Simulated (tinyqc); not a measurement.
The integration grid: Kohn-Sham TPSS on finer and finer grids in the 6-31g basis, for H4+, spin multiplicity 2. Computed by the program tinyqc with PySCF. Self-consistent on each grid; the net force on the molecule should vanish.

Geometry (angstrom):
```
atom       x       y       z
H     0.0000  0.0000  0.0000
H     0.0000  0.0000  1.0680
H     0.0000  1.6550  0.0000
H     0.0000  1.6550  1.0680
```

Kohn-Sham energy on Becke grids (radial x angular points per atom):
```
grid       points  residual of the electron count  E (hartree)  E - finest (mhartree)  largest net force without grid terms (hartree/bohr)
10 x 14       540                        1.50e-02     -1.80043               -2.01236                                             5.00e-16
15 x 26      1528                       -4.88e-03     -1.79814                0.27696                                             1.67e-16
20 x 50      3952                       -1.76e-03     -1.79802                0.39270                                             3.33e-16
30 x 86     10252                       -5.63e-04     -1.79828                0.13479                                             1.11e-16
50 x 194    38684                       -8.55e-06     -1.79842               -0.00042                                             3.05e-16
75 x 302    90384                        3.44e-07     -1.79842               -0.00029                                             5.55e-17
120 x 590  282516                        1.82e-08     -1.79842                0.00000                                             5.55e-17
```

What does the comparison show, and why?

The energy is within 0.1 mhartree of the finest grid first at 50 x 194. The error has both signs, since quadrature is not variational. The net force vanishes by symmetry here, so only the electron count signals a poor grid.
